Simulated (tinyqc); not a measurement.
# Worked calculation: thermoelectric coefficients with electrons and holes, Landauer integrals

tinyqc, about 0.03 s, one thread, Intel Xeon 2.30GHz (shared host): `OMP_NUM_THREADS=1 python tinyqc.py 2800013 2800014 out.jsonl` Printed values are rounded.

Bulk parabolic band, x = (E - Ec)/kB T, C = hbar^2/(2 m0), kB T in eV. Modes per area gv m kB T x/(4 pi C) times the back-scattering length l0 x^rr give the transport function s0 X(x), s0 = (2 q^2/h) gv m kB T l0/(4 pi C), X = x^(1 + rr). Holes have the same form with the prefactor bb s0 and the reduced level -eta - xg in place of eta. I_k = int X (x - eta)^k w dx, w = 1/(4 cosh^2((x - eta)/2)).

Parameters, values chosen for the exercise:

| symbol | value | unit | meaning |
|---|---|---|---|
| T | 300 | K | temperature |
| m | 1 | m0 | mass of one valley |
| gv | 2 |  | valleys |
| l0 | 0.47 | nm | back-scattering length at x = 1 |
| rr | 2 |  | energy exponent of that length |
| kL | 0.67 | W/(m K) | lattice thermal conductivity |
| eta | -2.4 |  | reduced Fermi level (EF - Ec)/kB T |
| xg | 5.2 |  | gap over kB T |
| bb | 1.6 |  | ratio of the hole prefactor to the electron prefactor |
| xa | 0 |  | lower end of the grid |
| xe | 10 |  | upper end of the grid |
| nE | 13 |  | points of the grid |

Constants: q = 1.602176634e-19 C, kB = 1.380649e-23 J/K, hbar = 1.054571817e-34 J s, h = 6.62607015e-34 J s, m0 = 9.1093837015e-31 kg, Vt = kB T/q, hbar^2/(2 m0) = 0.0380998212 eV nm^2. Results are converted to the units shown.

Range of the model: Parabolic bands, elastic scattering and a fixed kL make these model figures, not those of a material.

## The three integrals on a coarse grid

Simpson's rule on nE equally spaced points from xa to xe.

| point | x | X | w | X w |
|---|---|---|---|---|
| 0 | 0.0000 | 0 | 0.0762550 | 0 |
| 1 | 0.8333 | 0.578704 | 0.0364917 | 0.0211179 |
| 2 | 1.6667 | 4.62963 | 0.0165620 | 0.0766759 |
| 3 | 2.5000 | 15.6250 | 0.00733691 | 0.114639 |
| 4 | 3.3333 | 37.0370 | 0.00321543 | 0.119090 |
| 5 | 4.1667 | 72.3380 | 0.00140253 | 0.101456 |
| 6 | 5.0000 | 125 | 6.10506e-4 | 0.0763133 |
| 7 | 5.8333 | 198.495 | 2.65508e-4 | 0.0527022 |
| 8 | 6.6667 | 296.296 | 1.15424e-4 | 0.0341997 |
| 9 | 7.5000 | 421.875 | 5.01696e-5 | 0.0211653 |
| 10 | 8.3333 | 578.704 | 2.18049e-5 | 0.0126186 |
| 11 | 9.1667 | 770.255 | 9.47659e-6 | 0.00729939 |
| 12 | 10.0000 | 1000 | 4.11855e-6 | 0.00411855 |

I_0, I_1, I_2 on this grid: [0.532065, 3.37701, 23.2704]

Converged values are 0.53830, 3.4570 and 24.349; the grid is 1.2 % below the first and 4.4 % below the last.

## Coefficients of the electrons

converged I_0, I_1, I_2: [0.538295, 3.45701, 24.3487]

sigma = s0 I_0, S = -(kB/q) I_1/I_0, Lorenz number L = (kB/q)^2 [I_2/I_0 - (I_1/I_0)^2], kappa_e = L sigma T.

s0 = 39.3264 S/cm
sigma = 21.1692 S/cm
S = -553.418 uV/K
L = 2.96223 x 1e-8 V^2/K^2
kappa_e = 0.0188124 W/(m K)

L is 21 % above the Sommerfeld value (pi^2/3)(kB/q)^2 = 2.443e-8 V^2/K^2. The non-degenerate form -(kB/q)(2 + rr - eta) gives -552 uV/K, 0.34 % below S in size.

## Both bands together

converged I_0, I_1, I_2 of the holes: [0.362136, 2.46794, 18.2648]

sigma = s0 I_0, S = -(kB/q) I_1/I_0, Lorenz number L = (kB/q)^2 [I_2/I_0 - (I_1/I_0)^2], kappa_e = L sigma T. With both bands: sigma = sigma_n + sigma_p, S = (sigma_n S_n + sigma_p S_p)/sigma with S_p = +(kB/q) I_1/I_0 of the holes, and kappa_e is the sum of L sigma T of both bands and the bipolar term sigma_n sigma_p (S_p - S_n)^2 T/sigma. Power factor S^2 sigma, ZT = S^2 sigma T/(kappa_e + kL).

sigma_p = 22.7864 S/cm
S_p = 587.268 uV/K
S = 37.9086 uV/K
bipolar kappa = 0.428370 W/(m K)
ZT = 0.00166601

Holes carry 51.8 % of the conductivity and change S from -553 to 37.9 uV/K. Electrons alone would give ZT = 0.282.
